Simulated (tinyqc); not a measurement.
Read current of a NAND string, cells in series solved by shooting: one step of the calculation.

Cells in series, numbered from 0 at the source line (0 V) to the bit line, each followed by a gap resistance Rg. A cell with gate Vg, threshold VT, source Vs and drain Vd passes I = 2 nf K Vt^2 [F(Vs) - F(Vd)]/(1 + th max(Vg - VT, 0)), F(V) = ln^2(1 + exp((Vg - VT - nf V)/(2 nf Vt))). The selected cell has Vg = Vr, the others Vg = Vp.

Problem. Node voltages for a trial current. For a trial current I start at 0 V and, cell by cell (the selected one is cell 0), solve for the drain: sqrt(F(Vd)) = sqrt(F(Vs) - I/k), k = 2 nf K Vt^2/(1 + th max(Vg - VT, 0)), Vd = [Vg - VT - 2 nf Vt ln(exp(sqrt F) - 1)]/nf, then add I Rg.

Inputs (values chosen for the exercise); values of the order met in vertical NAND strings: temperature T = 358 K; gain factor of a cell K = 3.7 uA/V^2; slope factor nf = 2.5; mobility reduction factor th = 0.14 1/V; resistance of the gap between cells Rg = 5.1 kohm; bit-line voltage Vbl = 0.7 V; pass voltage Vp = 6.6 V; read voltage on the selected word line Vr = 2.26 V.

Constants: q = 1.602176634e-19 C, kB = 1.380649e-23 J/K, Vt = kB T/q. Results are converted to the units shown.

first trial current = 0.38 uA
thresholds from the source end, cell 0 to 4 (V): 1.2  3.7  -1.5  3.7  3.7

Give: node voltage after each cell and gap, trial 1.

Solution.

node voltage after each cell and gap, trial 1, cell 0 to 4 (V): 0.13412  0.19400  0.22485  0.29074  0.36188

tinyqc, about 0.4 s, one thread, Intel Xeon 2.30GHz (shared host): `OMP_NUM_THREADS=1 python tinyqc.py 2142158 2142159 out.jsonl`
